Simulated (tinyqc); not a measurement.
Worked calculation: geometry optimisation on the RHF/sto-3g surface (energies and gradients from PySCF), for H3+, spin multiplicity 1. Computed by tinyqc, a small Python program that keeps every step (integrals from PySCF). Settings: charge = 1, multiplicity = 1, basis = sto-3g, optimiser = bfgs, first Hessian = 0.6, largest step = 0.1, iteration cap = 30. Command: `OMP_NUM_THREADS=1 python tinyqc.py 31451 31452 out.jsonl` (the two numbers bound the seeds that draw the settings). One thread of a shared host (Intel(R) Xeon(R) Processor @ 2.60GHz), about 0.2 s of CPU time with the checks.

## Step 1: energy and gradient

positions at the start (bohr):
```
            x          y          z
1H  -0.022677   0.015118  -0.041574
2H  -0.126612  -0.083148   1.613826
3H  -0.032125   1.305801   0.797464
```

Self-consistent energy and analytic gradient at these positions.

energy = -1.23064364 hartree

gradient (hartree/bohr):
```
              x            y            z
1H  -0.00278945   0.05510109   0.07501863
2H   0.00521217   0.04402510  -0.06230161
3H  -0.00242272  -0.09912618  -0.01271702
```

## Step 1: move

Quasi-Newton step p = -H^(-1) g (first H = 0.6 times the unit matrix); steps longer than 0.1 bohr are cut back (factor 0.383 here).

positions after step 1 (bohr):
```
            x          y          z
1H  -0.020895  -0.020076  -0.089490
2H  -0.129941  -0.111268   1.653619
3H  -0.030578   1.369114   0.805587
```

## Step 2: energy and gradient

As before.

energy = -1.24211294 hartree

gradient (hartree/bohr):
```
              x            y            z
1H  -0.00126394   0.02805065   0.03562574
2H   0.00243937   0.02140592  -0.02873338
3H  -0.00117543  -0.04945657  -0.00689236
```

## Step 2: move

inverse Hessian in use (bohr^2/hartree):
```
           1          2          3          4          5          6          7          8
1   1.666462   0.002897   0.004894   0.000353   0.002687  -0.004380  -0.000149  -0.005585
2   0.002897   1.631999  -0.065961  -0.004845  -0.035061   0.061021   0.001948   0.069728
3   0.004894  -0.065961   1.551318  -0.008371  -0.062725   0.104293   0.003477   0.128686
4   0.000353  -0.004845  -0.008371   1.666060  -0.004568   0.007543   0.000253   0.009413
5   0.002687  -0.035061  -0.062725  -0.004568   1.632772   0.057079   0.001880   0.068955
6  -0.004380   0.061021   0.104293   0.007543   0.057079   1.572996  -0.003162  -0.118100
7  -0.000149   0.001948   0.003477   0.000253   0.001880  -0.003162   1.666562  -0.003828
8  -0.005585   0.069728   0.128686   0.009413   0.068955  -0.118100  -0.003828   1.527983
9  -0.000514   0.004940   0.011055   0.000829   0.005646  -0.010622  -0.000315  -0.010586

           9
1  -0.000514
2   0.004940
3   0.011055
4   0.000829
5   0.005646
6  -0.010622
7  -0.000315
8  -0.010586
9   1.666233
```

Quasi-Newton step p = -H^(-1) g (the inverse Hessian comes from BFGS updates; coordinates in the order x, y, z of each atom); steps longer than 0.1 bohr are cut back.

positions after step 2 (bohr):
```
            x          y          z
1H  -0.019509  -0.057501  -0.132096
2H  -0.132784  -0.137894   1.686226
3H  -0.029121   1.433166   0.815586
```

## Convergence

Stop when the largest gradient component is below 3e-5 hartree/bohr. The inverse Hessian follows the BFGS update with s = step, y = change of gradient.

Course of the optimisation:
```
step  E (hartree)  largest gradient (hartree/bohr)
1     -1.23064364                         9.91e-02
2     -1.24211294                         4.95e-02
3     -1.24650479                         1.25e-02
4     -1.24682325                         2.74e-03
5     -1.24684847                         1.50e-03
6     -1.24685720                         9.68e-04
7     -1.24685982                         2.41e-04
8     -1.24686000                         4.24e-05
9     -1.24686001                         7.44e-06
```

Final distances (angstrom):
```
pair   distance
2H-1H  0.966916
3H-1H  0.966930
3H-2H  0.966864
```

Converged in 9 steps.
